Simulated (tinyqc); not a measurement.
Strain, valley repopulation and piezoresistance in a many-valley conduction band: one step, computed by the program tinyqc.

Valleys are ellipsoids with mass m_l along the axis a and m_t across it, parabolic, with one constant relaxation time; strain shifts the valleys and leaves the masses alone. Currents are taken along [100], along the load, and along [010], across the load.

Question. Mobility tensor and resistance change. Mobility tensor mu = e tau sum_v (n_v/n) [1/m_t + (1/m_l - 1/m_t) a a^T]; unstrained mu_0 = e tau (1/m_l + 2/m_t)/3; resistivity along d from the inverse tensor, rho_d = d.mu^-1.d/(n e), mobility along d = 1/(d.mu^-1.d); gauge pi_d = (rho_d/rho_0 - 1)/X.

Inputs (values chosen for the exercise, modelled on silicon):

| quantity | value | unit |
|---|---|---|
| longitudinal mass m_l | 0.934 | m_0 |
| transverse mass m_t | 0.19 | m_0 |
| relaxation time tau | 280 | fs |
| temperature T | 250 | K |

Valley axes: <100> (6 valleys in 3 pairs). Load: uniaxial [100].

share of the electrons (per pair): x 0.4710704, y 0.2644648, z 0.2644648

Constants: e = 1.602176634e-19 C; m_0 = 9.1093837015e-31 kg.

Give: mobility tensor; unstrained mobility mu_0; mobility along the first direction; mobility along the second direction; resistance change along the first direction; resistance change along the second direction.

Answer.

mobility tensor (cm^2/(V s)):
```
      x     y     z
x  1619     0     0
y     0  2046     0
z     0     0  2046
```

unstrained mobility mu_0 = 1904 cm^2/(V s)

mobility along the first direction = 1619 cm^2/(V s)

mobility along the second direction = 2046 cm^2/(V s)

resistance change along the first direction = 17.56 %

resistance change along the second direction = -6.950 %

The mobility lies between e tau/m_l = 527 and e tau/m_t = 2590; the trace stays at 3 mu_0. Along the first direction the filled valleys present more of their heavy mass.
